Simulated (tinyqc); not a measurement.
# Heisenberg spin cluster by exact diagonalisation: multiplets, susceptibility, level crossings, step by step

A worked calculation. Computed by tinyqc, a small Python program that keeps every step. Command: `OMP_NUM_THREADS=1 python tinyqc.py 3017803 3017804 out.jsonl spincl walk`. One thread of a shared host (Intel(R) Xeon(R) Processor @ 2.30GHz), about 0.01 s of CPU time with the checks. Intermediate numbers are printed to about 5 digits and carried at full precision; extremes and crossings named in words are read from the listed rows.

H = J1 sum S_i.S_j over the bonds 1-2, 2-3, 3-4, 4-1 + J2 sum over 1-3, 2-4 - g mu_B B S_z; J > 0 is antiferromagnetic.

Inputs (values chosen for the exercise, for a model cluster):
```
quantity       value  unit
exchange J1     2.46   meV
exchange J2     0.73   meV
g factor        2.24     -
temperature T     11     K
field B          1.2     T
```

Cluster: square with diagonals J2. Spin s of each site: 0.5.

Constants: k_B = 8.617333262e-05 eV/K; mu_B = 5.7883818060e-05 eV/T.

## The block with S_z = 0

Basis: products of m values. S_i.S_j = m_i m_j on the diagonal and (1/2) sqrt[s(s+1) - m_i(m_i+1)] sqrt[s(s+1) - m_j(m_j-1)], s the spin of a site, between states that differ by one flip up and one down.

H at B = 0 (meV):
```
                     +0.5 +0.5 -0.5 -0.5  +0.5 -0.5 +0.5 -0.5  +0.5 -0.5 -0.5 +0.5  -0.5 +0.5 +0.5 -0.5  -0.5 +0.5 -0.5 +0.5  -0.5 -0.5 +0.5 +0.5
+0.5 +0.5 -0.5 -0.5               -0.365                1.230                0.365                0.365                1.230                0.000
+0.5 -0.5 +0.5 -0.5                1.230               -2.095                1.230                1.230                0.000                1.230
+0.5 -0.5 -0.5 +0.5                0.365                1.230               -0.365                0.000                1.230                0.365
-0.5 +0.5 +0.5 -0.5                0.365                1.230                0.000               -0.365                1.230                0.365
-0.5 +0.5 -0.5 +0.5                1.230                0.000                1.230                1.230               -2.095                1.230
-0.5 -0.5 +0.5 +0.5                0.000                1.230                0.365                0.365                1.230               -0.365
```

## Multiplets

Every multiplet has one member in the block S_z = 0; diagonalise it and read the total spin from <S^2> = S (S + 1).

Levels at B = 0:
```
E (meV)  total S  number of multiplets
-4.555         0                     1
-2.095         1                     1
-1.095         0                     1
-0.365         1                     2
2.825          2                     1
```

ground energy = -4.555 meV

gap to the next level = 2.46 meV

The ground state has S = 0; the next level has S = 1. The highest spin, S = 2, lies at 2.825 meV, s^2 times the sum of all J, s the spin of a site.

## Thermal averages at zero field

Z = sum k (2S + 1) exp(-E/(k_B T)) over the table, k the number of multiplets; <S^2> likewise with the factor S (S + 1); chi T = N_A g^2 mu_B^2 <S^2>/(3 k_B) = 0.125049 g^2 <S^2> cm^3 K/mol (cgs, per mole of clusters); C = (<E^2> - <E>^2)/(k_B T)^2; entropy = ln Z + <E>/(k_B T).

<S^2> = 0.45662

chi T = 0.28650 cm^3 K/mol

heat capacity = 1.9774 k_B

entropy = 1.0444 k_B

Free spins would give <S^2> = 3 and the entropy 2.773 k_B; chi T is 15 % of the free value.

## Magnetisation in the field

Each multiplet splits as E - g mu_B B m; <S_z> is the Boltzmann mean. The first level crossing is at the smallest (E_S - E_0)/(g mu_B (S - S_0)) over higher spins (0 if the ground state has the highest spin).

<S_z> = 0.025050

first crossing field = 18.973 T

Linear response would give g mu_B B <S^2>/(3 k_B T) = 0.0250.

## Susceptibility against the Curie-Weiss form

High-temperature form: chi T = C0/(1 - theta/T), C0 = 0.125049 g^2 n s (s + 1), k_B theta = -(2/3) s (s + 1) (sum of J over bonds)/n, n = 4; a dash where T <= 1.05 theta.

theta = -16.391 K

Against temperature:
```
T (K)  chi T (cm^3 K/mol)  Curie-Weiss  chi (cm^3/mol)     C (k_B)
2.9            2.0017e-04       0.2830      6.9023e-05  1.5698e-02
5.7            2.6073e-02       0.4857      4.5742e-03  6.0594e-01
10.0           2.2499e-01       0.7132      2.2499e-02  1.8975e+00
17.0           6.1850e-01       0.9583      3.6382e-02  1.5334e+00
29.0           1.0113e+00       1.2026      3.4873e-02  6.6964e-01
46.0           1.2839e+00       1.3878      2.7911e-02  2.8720e-01
71.0           1.4758e+00       1.5293      2.0786e-02  1.2455e-01
110.0          1.6126e+00       1.6382      1.4660e-02  5.2604e-02
230.0          1.7504e+00       1.7571      7.6106e-03  1.2099e-02
460.0          1.8158e+00       1.8176      3.9474e-03  3.0233e-03
```

The Curie-Weiss form is within 3 % in the last 3 rows. chi passes a maximum, at 17 K among these rows, the mark of a singlet ground state; among these rows C is largest at 10 K, and the gap is 28.5 K.

Checks made by the program: the trace of H and the count of states (relative difference below 1e-10).
